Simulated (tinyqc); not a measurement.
## Single-junction solar cell, detailed-balance limit: effect of the temperature of the black-body sun

Every photon above the gap Eg makes one pair and none below is absorbed; carriers thermalise at T and move without loss. Jsc = q fs X Phi(Eg, Ts); the dark current is J0 = q ge Phi(Eg, T)/ERE with the Boltzmann factor exp(V/Vt). The efficiency is the electrical power over fs X sigma Ts^4.

Photon flux above E from a black body at temperature T into a hemisphere: Phi(E, T) = A sum_k exp(-k E/th)[E^2 th/k + 2 E th^2/k^2 + 2 th^3/k^3], k = 1, 2, ..., with th = kB T/q in eV and A = 2 pi q^3/(h^3 c^2). J(V) = Jsc - J0 (exp(V/Vt) - 1); Voc = Vt ln(1 + Jsc/J0); at maximum power v = Vmp/Vt solves (1 + v) exp(v) = 1 + Jsc/J0. Pin = fs X sigma Ts^4, sigma = 2 pi^5 kB^4/(15 h^3 c^2). FF = Vmp Jmp/(Voc Jsc).

Inputs (values chosen for the exercise): cell temperature T = 350 K; share of the hemisphere filled by the sun fs = 2.16e-5; concentration X = 1; external radiative efficiency ERE = 1; number of faces that emit ge = 1; band gap Eg = 0.63 eV.

Constants: q = 1.602176634e-19 C, kB = 1.380649e-23 J/K, h = 6.62607015e-34 J s, c = 299792458 m/s, Vt = kB T/q. Results are converted to the units shown.

Effect of the temperature of the black-body sun:
```
Ts (K)  Jsc (mA/cm^2)  Voc (V)  Eg/q - Voc (V)       FF  efficiency (%)
3000           6.8310  0.31854         0.31146  0.70405          15.442
3700           15.887  0.34400         0.28600  0.71832          17.103
4400           30.467  0.36364         0.26636  0.72833          17.577
5100           51.725  0.37960         0.25040  0.73590          17.438
5800           80.787  0.39305         0.23695  0.74193          16.997
6500           118.76  0.40467         0.22533  0.74690          16.418
7200           166.75  0.41491         0.21509  0.75110          15.788
7900           225.84  0.42406         0.20594  0.75473          15.151
```

As Ts goes from 3000 to 7900 K, Jsc rises from 6.83 to 226 mA/cm^2, Voc rises from 0.319 to 0.424 V and the efficiency goes from 15.4 through a maximum of 17.6 (at Ts = 4400 K among the rows listed) to 15.2 %.

Numbers from tinyqc (`OMP_NUM_THREADS=1 python tinyqc.py 2820026 2820027 out.jsonl`; about 0.01 s on one thread of a shared Intel Xeon 2.30GHz).
